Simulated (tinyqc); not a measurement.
Circuit elements from the admittance matrix.

Question. Y belongs to a common-source circuit with y11 = i w (Cgs + Cgd), y12 = -i w Cgd, y21 = gm - i w Cgd, y22 = gds + i w (Cgd + Cd) and a resistance Rg in series with the gate; w = 2 pi f. Find Rg, Cgs + Cgd, Cgd, gm, gds and Cd.

Inputs (values chosen for the exercise): signal frequency f = 5 GHz.

Y with Rg (mS):

|  | 1 | 2 |
|---|---|---|
| 1 | 0.011269618+0.464407347i | -0.002819071-0.116170519i |
| 2 | 6.189689161-0.266442043i | 0.398171280+0.417705704i |

Answer. 1/Y11 = Rg + 1/(i w (Cgs + Cgd)) gives Rg; removing it from Z11 returns the inner y, whose parts are read off.

Rg = 52.2 ohm
Cgs + Cgd = 14.8 fF
Cgd = 3.70 fF
gm = 6.20 mS
gds = 0.397 mS
Cd = 8.40 fF

Program tinyqc, `OMP_NUM_THREADS=1 python tinyqc.py 2150005 2150006 out.jsonl`; Intel Xeon 2.30GHz, shared host, one thread, about 0.01 s.
